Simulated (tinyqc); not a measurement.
Inside a calculation. Method: MP2 on RHF in the 3-21g basis, for H3+, spin multiplicity 1. One step of it, computed by the program tinyqc.

Question. Second-order Moller-Plesset energy. E2 = sum_ijab (ia|jb) [2 (ia|jb) - (ib|ja)] / (e_i + e_j - e_a - e_b) over occupied i, j and virtual a, b; the opposite-spin part is (ia|jb)^2 / denominator, the rest is same-spin, and SCS-MP2 scales them by 6/5 and 1/3.

orbital energies (hartree): MO1 -0.930662, MO2 -0.364782, MO3 -0.117316, MO4 0.755316, MO5 0.786411, MO6 0.886865

Two-electron integrals over orbitals (pq|rs), unique and non-zero (hartree):
```
(11|11) 0.519083    (21|11) -0.013466   (21|21) 0.119863    (22|11) 0.426652
(22|21) 0.018158    (22|22) 0.451183    (31|11) 0.059873    (31|21) 0.002391
(31|22) -0.032032   (31|31) 0.092115    (32|11) 0.004201    (32|21) -0.084975
(32|22) -0.012694   (32|31) -0.009412   (32|32) 0.079314    (33|11) 0.426742
(33|21) -0.015833   (33|22) 0.368632    (33|31) 0.045052    (33|32) 0.010024
(33|33) 0.391188    (41|11) 0.059988    (41|21) 0.000757    (41|22) 0.074933
(41|31) -0.015876   (41|32) -0.000388   (41|33) 0.035918    (41|41) 0.049417
(42|11) 0.004843    (42|21) 0.071116    (42|22) 0.024494    (42|31) 0.000283
(42|32) -0.048055   (42|33) 0.000273    (42|41) 0.010690    (42|42) 0.083509
(43|11) -0.047009   (43|21) -0.000600   (43|22) -0.050019   (43|31) 0.000551
(43|32) -0.000440   (43|33) -0.030945   (43|41) -0.029514   (43|42) -0.006473
(43|43) 0.029980    (44|11) 0.431549    (44|21) 0.026693    (44|22) 0.453285
(44|31) -0.031891   (44|32) -0.018331   (44|33) 0.365159    (44|41) 0.088652
(44|42) 0.036972    (44|43) -0.060741   (44|44) 0.488606    (51|11) 0.028843
(51|21) -0.049045   (51|22) 0.003045    (51|31) 0.008468    (51|32) 0.032164
(51|33) 0.020272    (51|41) 0.005079    (51|42) -0.057537   (51|43) -0.000837
(51|44) -0.002436   (51|51) 0.048711    (52|11) -0.087866   (52|21) -0.005476
(52|22) -0.098172   (52|31) 0.017374    (52|32) 0.001587    (52|33) -0.050341
(52|41) -0.058355   (52|42) -0.015452   (52|43) 0.040959    (52|44) -0.122805
(52|51) -0.003723   (52|52) 0.079206    (53|11) 0.014765    (53|21) 0.023500
(53|22) 0.006961    (53|31) 0.010091    (53|32) -0.009646   (53|33) 0.009210
(53|41) 0.002049    (53|42) 0.038374    (53|43) 0.002862    (53|44) 0.010374
(53|51) -0.022206   (53|52) -0.002564   (53|53) 0.029283    (54|11) 0.014436
(54|21) -0.145865   (54|22) -0.030229   (54|31) 0.001440    (54|32) 0.110330
(54|33) 0.018679    (54|41) -0.007845   (54|42) -0.107613   (54|43) 0.002844
(54|44) -0.046777   (54|51) 0.074240    (54|52) 0.012740    (54|53) -0.037040
(54|54) 0.208182    (55|11) 0.421371    (55|21) -0.006936   (55|22) 0.432764
(55|31) -0.024689   (55|32) 0.004406    (55|33) 0.363021    (55|41) 0.084198
(55|42) 0.013300    (55|43) -0.056676   (55|44) 0.457494    (55|51) 0.012872
(55|52) -0.109061   (55|53) 0.001713    (55|54) -0.000682   (55|55) 0.445355
(61|11) -0.069644   (61|21) -0.009007   (61|22) -0.002101   (61|31) -0.059437
(61|32) 0.012915    (61|33) -0.048056   (61|41) -0.001304   (61|42) -0.013129
(61|43) -0.011554   (61|44) 0.000020    (61|51) -0.009125   (61|52) -0.005001
(61|53) -0.024862   (61|54) 0.014423    (61|55) -0.002209   (61|61) 0.087968
(62|11) -0.016082   (62|21) 0.031893    (62|22) -0.018549   (62|31) 0.012052
(62|32) -0.019779   (62|33) -0.010303   (62|41) -0.013361   (62|42) 0.024009
(62|43) 0.009832    (62|44) -0.020860   (62|51) -0.018124   (62|52) 0.016068
(62|53) 0.015285    (62|54) -0.040771   (62|55) -0.028442   (62|61) -0.012680
(62|62) 0.018943    (63|11) -0.110244   (63|21) 0.015365    (63|22) -0.052872
(63|31) -0.038424   (63|32) -0.004489   (63|33) -0.068094   (63|41) -0.026547
(63|42) 0.010994    (63|43) 0.008229    (63|44) -0.056407   (63|51) -0.029795
(63|52) 0.030182    (63|53) -0.008580   (63|54) -0.019674   (63|55) -0.059221
(63|61) 0.066767    (63|62) 0.007375    (63|63) 0.081916    (64|11) -0.003329
(64|21) -0.032866   (64|22) 0.026811    (64|31) -0.039739   (64|32) 0.027990
(64|33) -0.002616   (64|41) 0.020609    (64|42) -0.021849   (64|43) -0.008324
(64|44) 0.030021    (64|51) 0.015586    (64|52) -0.022737   (64|53) -0.012830
(64|54) 0.043169    (64|55) 0.036577    (64|61) 0.026719    (64|62) -0.018833
(64|63) 0.003290    (64|64) 0.035346    (65|11) -0.022859   (65|21) -0.034641
(65|22) 0.017813    (65|31) -0.049003   (65|32) 0.034280    (65|33) -0.015964
(65|41) 0.013653    (65|42) -0.028557   (65|43) -0.008120   (65|44) 0.020362
(65|51) 0.016153    (65|52) -0.017242   (65|53) -0.016444   (65|54) 0.049377
(65|55) 0.025532    (65|61) 0.045510    (65|62) -0.017507   (65|63) 0.019587
(65|64) 0.037293    (65|65) 0.048476    (66|11) 0.530447    (66|21) -0.034200
(66|22) 0.366874    (66|31) 0.132614    (66|32) 0.014800    (66|33) 0.450042
(66|41) 0.045821    (66|42) -0.014606   (66|43) -0.035027   (66|44) 0.370938
(66|51) 0.054500    (66|52) -0.060206   (66|53) 0.022327    (66|54) 0.049119
(66|55) 0.379788    (66|61) -0.139389   (66|62) -0.007946   (66|63) -0.155563
(66|64) -0.034397   (66|65) -0.064623   (66|66) 0.668349
```

Hartree-Fock energy = -1.17747792 hartree

Give: Terms; Pair energies; MP2 correlation energy; SCS-MP2 correlation energy; MP2 total energy.

Answer.

Terms:
```
i  j  a  b  (ia|jb)  (ib|ja)  denominator       term
1  1  2  2   0.1199   0.1199      -1.1318    -0.0127
1  1  3  3   0.0921   0.0921      -1.6267    -0.0052
1  1  6  6   0.0880   0.0880      -3.6351    -0.0021
1  1  6  3  -0.0594  -0.0594      -2.6309    -0.0013
1  1  3  6  -0.0594  -0.0594      -2.6309    -0.0013
1  1  2  5  -0.0490  -0.0490      -2.2830    -0.0011
1  1  5  2  -0.0490  -0.0490      -2.2830    -0.0011
1  1  4  4   0.0494   0.0494      -3.3720    -0.0007
1  1  5  5   0.0487   0.0487      -3.4341    -0.0007
1  1  3  4  -0.0159  -0.0159      -2.4993  -1.01e-04
1  1  4  3  -0.0159  -0.0159      -2.4993  -1.01e-04
1  1  2  6  -0.0090  -0.0090      -2.3834  -3.40e-05
1  1  6  2  -0.0090  -0.0090      -2.3834  -3.40e-05
1  1  5  3   0.0085   0.0085      -2.5304  -2.83e-05
1  1  3  5   0.0085   0.0085      -2.5304  -2.83e-05
1  1  6  5  -0.0091  -0.0091      -3.5346  -2.36e-05
1  1  5  6  -0.0091  -0.0091      -3.5346  -2.36e-05
1  1  5  4   0.0051   0.0051      -3.4030  -7.58e-06
1  1  4  5   0.0051   0.0051      -3.4030  -7.58e-06
1  1  2  3   0.0024   0.0024      -1.3792  -4.14e-06
1  1  3  2   0.0024   0.0024      -1.3792  -4.14e-06
1  1  6  4  -0.0013  -0.0013      -3.5035  -4.85e-07
1  1  4  6  -0.0013  -0.0013      -3.5035  -4.85e-07
1  1  2  4   0.0008   0.0008      -2.2519  -2.55e-07
1  1  4  2   0.0008   0.0008      -2.2519  -2.55e-07
```

Pair energies (hartree; pair i-j sums ij and ji):
```
pair  opposite spin  same spin
1-1         -0.0266          0
```

MP2 correlation energy = -0.026646 hartree

SCS-MP2 correlation energy = -0.031975 hartree

MP2 total energy = -1.204124 hartree
